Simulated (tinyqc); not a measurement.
Pariser-Parr-Pople SCF with singles CI, for the molecule C=CC1=CC(=C)C=CC=C1 (SMILES; centres numbered as the heavy atoms are written), step by step. One step of it, computed by the program tinyqc.

Question. Iteration 2: orbitals and new P. Diagonalise F (the basis is taken as orthonormal) and form P = 2 sum c c over the lowest orbitals; 0.3 of the old P is kept.

F (eV), lower triangle:
```
            1C         2C         3C         4C         5C         6C         7C         8C
1C   -1.578379
2C   -2.940135  -0.995425
3C    0.276624  -5.286961  -2.410751
4C    0.177743  -0.058687  -3.267707  -3.218654
5C   -0.030845   0.170843  -0.067758  -3.682259  -6.736512
6C   -0.083001   0.211111  -0.021264  -0.538582  -4.853478  -4.905216
7C    0.024790  -0.235386   0.020975   0.085993  -4.147640  -0.323388  -4.177659
8C    0.029795  -0.127497   0.156387   0.162986   0.333360   0.349651  -5.369879  -4.120153
9C   -0.073510   0.402611   0.016380  -0.079500   0.336225   0.123910  -0.396802  -4.521128
10C  -0.042468   0.453418  -3.732724  -0.224321  -0.159145  -0.171500   0.688246   0.253511

            9C        10C
9C   -2.130053
10C  -5.224395  -2.448445
```

pi electrons, sum of z_r less the charge = 10

P after iteration 1, lower triangle:
```
            1C         2C         3C         4C         5C         6C         7C         8C
1C    1.364931
2C    0.141183   0.971585
3C   -0.104021   0.743381   1.139629
4C   -0.095284   0.021676   0.225261   0.737356
5C    0.021755  -0.092806   0.026315   0.331676   1.279708
6C    0.070959  -0.142595   0.011553   0.198988   0.632315   0.421123
7C   -0.019416   0.152972  -0.009815  -0.033397   0.451045   0.119475   0.893854
8C   -0.022059   0.082871  -0.073190  -0.076276  -0.129466  -0.189973   0.764785   1.055893
9C    0.043516  -0.218735  -0.006361   0.037196  -0.157299  -0.080527   0.154077   0.546941
10C   0.017481  -0.167499   0.344538   0.087104   0.074459   0.111459  -0.322030  -0.098472

           9C       10C
9C   0.822712
10C  0.727520  1.313208
```

Give: orbital energies; P after iteration 2.

Answer.

orbital energies (eV): -13.772  -10.748  -9.754  -6.251  -3.690  -1.245  -0.660  2.448  4.529  6.423

P after iteration 2, lower triangle:
```
         1C      2C      3C      4C      5C      6C      7C     8C
1C    0.903
2C    0.517   0.977
3C    0.101   0.697   1.015
4C   -0.369  -0.035   0.457   0.952
5C   -0.075  -0.110   0.034   0.463   1.176
6C    0.288  -0.023  -0.141  -0.169   0.682   1.017
7C    0.037   0.134  -0.041   0.055   0.426  -0.030   0.960
8C    0.033   0.057  -0.068  -0.139  -0.059  -0.228   0.798  1.019
9C   -0.044  -0.205   0.037  -0.090  -0.129   0.068   0.065  0.508
10C  -0.054  -0.096   0.366   0.110  -0.015   0.189  -0.347  0.000

        9C    10C
9C   0.896
10C  0.783  1.085
```
